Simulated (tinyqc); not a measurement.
What moves the results: k.p theory built from an empirical-pseudopotential calculation at Gamma. A value that a table varies takes the place of the one given here.

Empirical pseudopotential on the fcc lattice, atoms at +/- tau, tau = a (1,1,1)/8, no spin-orbit coupling. H(G,G') = c (2 pi/a)^2 |k + G|^2 delta + VS(q) cos(q.tau) + i VA(q) sin(q.tau), q = G - G', c = hbar^2/2m0; k and G in units of 2 pi/a; VS at |q|^2 = 3, 8, 11 and VA at 3, 4, 11, in rydberg, zero elsewhere. The basis is fixed: all 65 G with |G|^2 up to Gcut. Energies are counted from the fourth level at Gamma.

k.p in the lowest n states at Gamma: H_nm = (E_n + c k^2) delta + 2 c k.<n|G|m>, k in 1/angstrom; with all states of the basis it is exact.

Empirical pseudopotential on the fcc lattice, atoms at +/- tau, tau = a (1,1,1)/8, no spin-orbit coupling. H(G,G') = c (2 pi/a)^2 |k + G|^2 delta + VS(q) cos(q.tau) + i VA(q) sin(q.tau), q = G - G', c = hbar^2/2m0; k and G in units of 2 pi/a; VS at |q|^2 = 3, 8, 11 and VA at 3, 4, 11, in rydberg, zero elsewhere. The basis holds all G with |G|^2 up to a cut-off. Energies are counted from the fourth level at Gamma.

For a multiplet A of d_A states, W(B) = (4 c/(3 d_A)) sum over n in A, m in B and i = x, y, z of |<n|G_i|m>|^2 (G in 1/angstrom, <n|G_i|m> = sum_G c_n(G)* G_i c_m(G)); the mean inverse mass of A is 1 + sum_B W(B)/(E_A - E_B). Multiplets with W = 0 are left out.

Valence parameters: D(u) = c + 4 c^2 sum_m <n|u.G|m><m|u.G|n'>/(0 - E_m) on the valence triplet, in units of c, has eigenvalues L, M, M along [100] and (L + 2M + 2N)/3, (L + 2M - N)/3 twice along [111]; g1 = -(L + 2M)/3, g2 = -(L - M)/6, g3 = -N/6.

Constants: hbar^2/2m0 = 3.80998211 eV angstrom^2; Ry = 13.60569312 eV.

Values chosen for the exercise (near those of GaSb; not measured data):
- a = 6.126 angstrom (lattice constant)
- VS = (-0.215, 0.001, 0.051) Ry (symmetric form factors)
- VA = (0.06, 0.051, 0.01) Ry (antisymmetric form factors)
- Gcut = 16 (2 pi/a)^2 (largest |G|^2 of the fixed basis)
- VS3 = -0.215 Ry
- VS8 = 0.001 Ry
- VS11 = 0.051 Ry
- VA3 = 0.06 Ry
- VA4 = 0.051 Ry
- VA11 = 0.01 Ry

## How many bands a k.p model needs: band 5 from Gamma to X

Band 5 (counted from below) at k = f (1, 0, 0) 2 pi/a; n ends on whole multiplets.

Energies (eV):
```
f      n = 8  n = 15  n = 27  n = 65 (exact)
0.000  0.844   0.844   0.844           0.844
0.125  1.548   1.511   1.510           1.510
0.250  2.679   2.459   2.453           2.452
0.375  3.970   3.070   3.052           3.048
0.500  5.296   2.688   2.649           2.642
0.625  5.978   2.384   2.320           2.309
0.750  6.743   2.202   2.105           2.089
0.875  7.644   2.144   2.005           1.983
1.000  8.681   2.166   1.998           1.962
```

With n = 8 the band stays within 0.05 eV of the exact one up to f = 0.125 (error at X: +6.719 eV). With n = 15 the band stays within 0.05 eV of the exact one up to f = 0.500 (error at X: +0.204 eV). With n = 27 the band stays within 0.05 eV of the exact one over the whole line (error at X: +0.036 eV). A smaller basis can only raise a level. The exact band has its minimum on these points at f = 0.000; n = 8 puts it at f = 0.000.

## Convergence with the plane-wave basis

E_s is the lowest empty singlet, Ep its W to the valence triplet, m its mass.

Results:
```
cut-off  plane waves  E_s (eV)  Ep (eV)  m (m0)    g1    g2    g3
8                 27     0.796    14.69  0.0516  7.46  2.78  3.40
11                51     0.808    15.03  0.0512  7.47  2.89  3.36
12                59     0.848    15.04  0.0536  7.25  2.72  3.24
16                65     0.844    15.07  0.0532  7.29  2.74  3.26
19                89     0.848    15.07  0.0535  7.27  2.73  3.24
20               113     0.856    15.05  0.0540  7.21  2.70  3.21
24               137     0.857    15.06  0.0540  7.21  2.69  3.21
```

Against the last row, E_s errs most, by -0.060 eV, at cut-off 8, and by -0.001 eV in the last row but one. Ep varies by 2.5 % over the table and m by 5.3 %: the mass, near E_s/Ep, inherits the errors of both. Local form factors fix the converged values only roughly. The gap is a difference of two levels, so it need not converge steadily, and here it does not.

## What each form factor does (empirical-pseudopotential levels)

Lowest empty singlet and triplet at Gamma and the valence width there (fixed basis); lowest empty level at X = (1,0,0) and L = (1/2,1/2,1/2) from the valence top, these levels and that top with all |k + G|^2 up to 21. Singlet and triplet count orbital degeneracy. VS3 is VS at |q|^2 = 3, and so on. The row for a keeps the form factors fixed, so it is no model of a real expansion, which changes them too. Each row changes one parameter from the base and keeps the others.

Results:
```
case                singlet (eV)  triplet (eV)  X (eV)  L (eV)  width (eV)
base                       0.844         4.255   1.952   1.618      10.583
a = 6.187 angstrom         0.888         4.276   2.069   1.694      10.368
VS3 = -0.225 Ry            0.829         4.386   2.207   1.725      10.589
VS8 = -0.009 Ry            0.415         4.348   1.927   1.425      10.766
VS11 = 0.041 Ry            0.357         4.108   1.717   1.288      10.810
VA3 = 0.05 Ry              0.730         4.126   1.741   1.510      10.540
VA4 = 0.041 Ry             0.796         4.068   1.951   1.448      10.533
VA11 = 0 Ry                1.057         4.259   2.070   1.682      10.482
```

The largest shifts from the base row, up to three for each result and ties (the steps differ in size, so this ranks the rows, not the parameters). singlet (eV): VS11 -0.488, VS8 -0.429, VA11 +0.213. triplet (eV): VA4 -0.186, VS11 -0.147, VS3 +0.131. X (eV): VS3 +0.255, VS11 -0.236, VA3 -0.212. L (eV): VS11 -0.330, VS8 -0.193, VA4 -0.170. width (eV): VS11 +0.227, a -0.215, VS8 +0.184.

tinyqc: `OMP_NUM_THREADS=1 python tinyqc.py 1050267 1050268 out.jsonl`; about 0.3 s, one thread, shared Intel(R) Xeon(R) Processor @ 2.30GHz.
